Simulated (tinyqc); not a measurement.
Length of a polyene: Hueckel, PPP and singles CI along the polyenes. Computed by the program tinyqc. 

All-trans chains of carbon centres 1.40 angstrom apart:
```
parameter                               value
beta (eV), times 1 +/- alternation  -2.290000
alternation                                 0
W (eV)                              11.160000
gamma_rr (eV)                       11.470000
repulsion formula                          MN
```

Hueckel uses the same beta without repulsion; CIS keeps all single excitations and so misses the low, doubly excited 2Ag state. W is the valence ionisation energy of a centre, MN the Mataga-Nishimoto formula, f the oscillator strength.

Gaps and excitations (eV):
```
centres  Hueckel gap  PPP orbital gap  bright singlet (CIS)       f  lowest triplet (CIS)
2             4.5800          10.0028                7.6036  0.6519                1.5564
4             2.8306           7.5966                5.3027  1.0868                0.7350
6             2.0383           6.3649                4.2038  1.5653                0.3711
8             1.5906           5.6087                3.5439  2.0290                0.1711
10            1.3036           5.0952                3.0981  2.4686                0.0466
12            1.1041           4.7237                2.7753  2.8829               -0.0372
14            0.9575           4.4434                2.5308  3.2732               -0.0969
```

The Hueckel gap tends to 4 x alternation x |beta| = 0.00 eV for long chains (zero without alternation, falling as 1/N). Exchange opens the PPP orbital gap, and the attraction of electron and hole brings the bright state 1.91 eV below it at 14 centres; the triplet lies 2.63 eV lower still. A negative triplet energy marks an unstable restricted solution.
